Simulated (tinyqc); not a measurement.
Inside a calculation. Model: one level coupled to a phonon between two leads, self-consistent Born approximation.

Computed by the program tinyqc: `OMP_NUM_THREADS=1 python tinyqc.py 2720014 2720015 out.jsonl`, one thread of a shared Intel Xeon 2.30GHz, about 0.06 s for the whole run. Printed values are rounded.

Wide-band leads with mu_L = +V/2 and mu_R = -V/2; phonons in equilibrium, Nq = 1/(exp(w0/kB T) - 1). Scattering links only energies that differ by w0, so a ladder E_k = E1 + k w0 closes on itself; terms that reach past its ends are dropped. Gn and Gp are the electron and hole parts of the spectral function A = Gn + Gp.

Inputs (values chosen for the exercise):

| symbol | value | unit | meaning |
|---|---|---|---|
| T | 150 | K | temperature of leads and phonons |
| w0 | 36 | meV | phonon energy |
| ed | 19 | meV | level |
| GL | 17 | meV | coupling to the left lead |
| GR | 26 | meV | coupling to the right lead |
| M | 6.4 | meV | electron-phonon matrix element |
| V | 33 | mV | bias |
| nr | 5 |  | rungs of the ladder shown |
| E1 | -43 | meV | lowest rung |

Constants: q = 1.602176634e-19 C, kB = 1.380649e-23 J/K, Vt = kB T/q. Results are converted to the units shown.

Range of the model: The self-consistent Born approximation keeps only non-crossing phonon lines and no Hartree shift; it is rough once the coupling nears the phonon energy.

## The ladder and the first Green functions

|G|^2 = 1/[(E - ed)^2 + (GL + GR + Sin + Sout)^2/4], Gn = |G|^2 (GL fL + GR fR + Sin), Gp = |G|^2 (GL (1 - fL) + GR (1 - fR) + Sout), f = 1/(1 + exp((E - mu)/kB T)). On a single ladder the real part of the phonon self-energy, which needs all energies, is left out. At the start Sin = Sout = 0.

```
rung,E (meV),fL,fR,Gn (1/meV),Gp (1/meV)
0,-43,0.9900789,0.8859609,0.009257782,7.277038e-4
1,-7,0.8603309,0.3241088,0.02025254,0.01752475
2,29,0.2754703,0.02874746,0.009658387,0.06682005
3,65,0.02292966,0.001823593,1.695792e-4,0.01650840
4,101,0.001446426,1.127521e-4,3.829647e-6,0.005979820
```

Nq = 0.06578435

## Iteration 1: scattering functions

Sin(E) = M^2 [(Nq + 1) Gn(E + w0) + Nq Gn(E - w0)], Sout(E) = M^2 [(Nq + 1) Gp(E - w0) + Nq Gp(E + w0)]. Nq = 1/(exp(w0/kB T) - 1).

```
rung,Sin (meV),Sout (meV)
0,0.8841151,0.04722091
1,0.4465777,0.2118160
2,0.06197392,0.8095169
3,0.02619197,2.933110
4,4.569357e-4,0.7206664
```

## Iteration 1: Green functions

|G|^2 = 1/[(E - ed)^2 + (GL + GR + Sin + Sout)^2/4], Gn = |G|^2 (GL fL + GR fR + Sin), Gp = |G|^2 (GL (1 - fL) + GR (1 - fR) + Sout), f = 1/(1 + exp((E - mu)/kB T)). On a single ladder the real part of the phonon self-energy, which needs all energies, is left out.

```
rung,Gn after iteration 1 (1/meV),Gp after iteration 1 (1/meV)
0,0.009418821,7.352137e-4
1,0.02038937,0.01749164
2,0.009450482,0.06603684
3,1.752641e-4,0.01720680
4,3.884781e-6,0.006066905
```

## Iteration 2: scattering functions

As before.

```
rung,Sin (meV),Sout (meV)
0,0.8900884,0.04713170
1,0.4379356,0.2100335
2,0.06259078,0.8099536
3,0.02563417,2.899155
4,4.722538e-4,0.7511548
```

## Iteration 2: Green functions

As before.

```
rung,Gn after iteration 2 (1/meV),Gp after iteration 2 (1/meV)
0,0.009419920,7.351711e-4
1,0.02038590,0.01749355
2,0.009451168,0.06603497
3,1.751056e-4,0.01719912
4,3.886547e-6,0.006070576
```

## Course of the iteration

Repeat until no Sin or Sout changes by more than 1e-9 meV.

Course of the iteration:
```
iteration,largest Sin + Sout (meV),largest change (meV)
1,2.959302,2.93
2,2.924789,0.0340
3,2.924719,3.35e-4
4,2.924718,2.02e-6
5,2.924718,4.34e-8
6,2.924718,7.70e-10
```

Converged in 6 iterations; the change shrinks by about 0.013 a step.

## Currents on the rungs

```
rung,converged Gn (1/meV),converged Gp (1/meV)
0,0.009419892,7.351729e-4
1,0.02038591,0.01749354
2,0.009451123,0.06603496
3,1.751064e-4,0.01719910
4,3.886492e-6,0.006070535
```

Spectral currents into the level: iL = GL [fL Gp - (1 - fL) Gn], iR = GR [fR Gp - (1 - fR) Gn].

```
rung,iL,iR,iL + iR (1e-3)
0,0.0107852,-0.0109954,-0.210234
1,0.2074501,-0.2108301,-3.379998
2,0.1928318,-0.1893084,3.523446
3,0.0037957,-0.0037290,0.066732
4,0.0000833,-0.0000832,0.000054
```

sum of iL = 0.4149462

On a single rung iL + iR need not vanish (largest 0.0035), since phonons move electrons between rungs; summed over the ladder it does.
